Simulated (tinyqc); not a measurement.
What a faster ramp buys: rapid thermal processing of a wafer: radiative balance, ramp and cooling, pattern effects, pyrometer error and spike budget. Computed by tinyqc, a small Python program. Command: `OMP_NUM_THREADS=1 python tinyqc.py 3110577 3110578 out.jsonl rtp walk`. One thread of a shared host (Intel(R) Xeon(R) Processor @ 2.30GHz), about 0.04 s of CPU time with the checks.

The wafer is opaque and uniform through its thickness unless said otherwise; temperatures in formulas are in kelvin (C + 273.15). sigma = 5.670374419e-12 W/(cm^2 K^4).

Inputs (values chosen for the exercise, modelled on a hot silicon wafer): wafer thickness d = 775 micrometre; heat capacity per volume C = 2.14 J/(cm^3 K); thermal conductivity k = 0.21 W/(cm K); emissivity eps of each face = 0.69; reflectivity of the chamber walls r = 0.091; gas heat-transfer coefficient h, both faces together = 0.75 mW/(cm^2 K); wall temperature T_w = 300 K; process temperature = 991 C; starting temperature = 450 C; ramp rate = 280 K/s; activation energy of the process E_a = 3.46 eV.

Constants: k_B = 8.617333262e-05 eV/K.

Method:
- Effective emissivity between parallel grey plates: eps_eff = 1/(1/eps + 1/(1 - r) - 1). Loss per area q(T) = 2 eps_eff sigma (T^4 - T_w^4) + h (T - T_w).
- Absorbed power during a ramp = q(T) + C d x ramp rate; thermal time constant tau = C d/(dq/dT), dq/dT = 8 eps_eff sigma T^3 + h; natural cooling rate q/(C d); front-to-back difference under one-sided heating at the end of the ramp = (absorbed power) d/(2 k).
- Cooling with the lamps off: C d dT/dt = -q(T), integrated adaptively (relative tolerance 1e-10).
- Spike anneal: linear ramp to the peak, then lamps off. Equivalent time at the peak = int exp(-(E_a/k_B)(1/T - 1/T_peak)) dt; estimate (k_B T^2/E_a)(1/ramp rate + 1/cooling rate). The ramp part uses 4000 trapezoid steps, the cooling part 4000 steps over 4 tau.

time constant tau = 2.76889 s

holding power q = 19.3567 W/cm^2

natural cooling rate = 116.712 K/s

Against the ramp rate:
```
ramp (K/s)  ramp part (s)  cooling part (s)  total (s)  power at the peak (W/cm^2)
10                 3.7506           0.36206     4.1126                       21.02
25                 1.5002           0.36206     1.8623                       23.50
50                 0.7501           0.36206     1.1122                       27.65
100                0.3751           0.36206     0.7371                       35.94
250                0.1500           0.36206     0.5121                       60.82
500                0.0750           0.36206     0.4371                      102.28
1000               0.0375           0.36206     0.3996                      185.21
```

What does the comparison show, and why?

From 10 to 100 K/s the total falls by a factor 5.6, from 100 to 1000 K/s by 1.84: the cooling part, 0.362 s, is a floor, and the natural cooling rate here is 117 K/s.

Extremes, crossings and ranges named in words are read from the listed rows.
